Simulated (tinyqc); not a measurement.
# From one set of inputs to another, one input at a time

Model: domain walls in a thin film with perpendicular anisotropy: Bloch, Neel and chiral walls, motion and stripe domains. Computed by tinyqc, a small Python program. Command: `OMP_NUM_THREADS=1 python tinyqc.py 3029283 3029284 out.jsonl mwall ladder`. One thread of a shared host (Intel(R) Xeon(R) Processor @ 2.30GHz), about 0.03 s of CPU time with the checks.

One-dimensional wall: polar angle theta(x), azimuth phi of the moment in the wall (phi = 0 Neel, 90 degrees Bloch). mu_0 = 1.25663706212e-6 T m/A, gamma = 1.76085963023e11 rad/(s T).

The inputs printed are set A. Inputs not listed in the table keep their values of set A, so the rows need not describe a real material.

Inputs (values chosen for the exercise, for a model film):

| quantity | value | unit |
|---|---|---|
| saturation magnetisation M_s | 883 | kA/m |
| exchange stiffness A | 16 | pJ/m |
| uniaxial anisotropy K_u | 755 | kJ/m^3 |
| DMI constant D | 0.29 | mJ/m^2 |
| thickness t | 2.8 | nm |
| damping alpha | 0.014 | - |
| current density J | 0.18 | 1e12 A/m^2 |
| spin Hall angle theta_SH | 0.22 | - |

Drive: spin-orbit torque.

Constants: hbar = 1.054571817e-34 J s; e = 1.602176634e-19 C.

Method:
- K_eff = K_u - mu_0 M_s^2/2; Delta = sqrt(A/K_eff); sigma_0 = 4 sqrt(A K_eff); profile theta = 2 arctan exp(x/Delta); quality factor Q = 2 K_u/(mu_0 M_s^2).
- sigma(phi) = sigma_0 + 2 Delta K_D cos^2(phi) - pi D cos(phi), with the wall shape anisotropy K_D = N_x mu_0 M_s^2/2, N_x = t ln 2/(pi Delta). The minimum has cos(phi) = D/D_N for D < D_N = 4 Delta K_D/pi and phi = 0 beyond; sigma turns negative at D_c = (sigma_0 + 2 Delta K_D)/pi.
- Spin-orbit drive: B_SL = hbar theta_SH J/(2 e M_s t) acts as the field (pi/2) B_SL cos(phi). Steady state: v = (gamma Delta/alpha)(pi/2) B_SL cos(phi) = gamma Delta [B_D sin(phi) - (B_K/2) sin(2 phi)], B_K = 2 K_D/M_s, B_D = pi D/(2 M_s Delta); the root with phi between its rest value and 90 degrees; v saturates at v_D = gamma Delta B_D.

Each row keeps all changes above it:

| input moved | from | to | D_N (mJ/m^2) | velocity (m/s) | saturation velocity v_D (m/s) |
|---|---|---|---|---|---|
| set A | - | - | 0.38534 | 78.72 | 90.84 |
| thickness t (nm) | 2.8 | 1.7 | 0.23396 | 85.94 | 90.84 |
| damping alpha | 0.014 | 0.055 | 0.23396 | 73.25 | 90.84 |
| uniaxial anisotropy K_u (kJ/m^3) | 755 | 711 | 0.23396 | 74.58 | 90.84 |
| saturation magnetisation M_s (kA/m) | 883 | 560 | 0.09410 | 121.86 | 143.24 |
| spin Hall angle theta_SH | 0.22 | 0.21 | 0.09410 | 120.79 | 143.24 |
| DMI constant D (mJ/m^2) | 0.29 | 0.7 | 0.09410 | 239.12 | 345.74 |
| current density J (1e12 A/m^2) | 0.18 | 0.3 | 0.09410 | 286.24 | 345.74 |

D_N goes from 0.385 to 0.0941, a factor 0.244 in all. The largest single move comes from saturation magnetisation M_s (a factor 0.402). Velocity goes from 78.7 to 286, a factor 3.64 in all. The largest single move comes from DMI constant D (a factor 1.98), and damping alpha works against it (a factor 0.852). Saturation velocity v_D goes from 90.8 to 346, a factor 3.81 in all. The largest single move comes from DMI constant D (a factor 2.41). The single moves hold for this order of the switches; the total does not depend on the order.

Caution (all rows): pinning, heating and tilting of the wall are left out.

Extremes, crossings and ranges named in words are read from the listed rows.
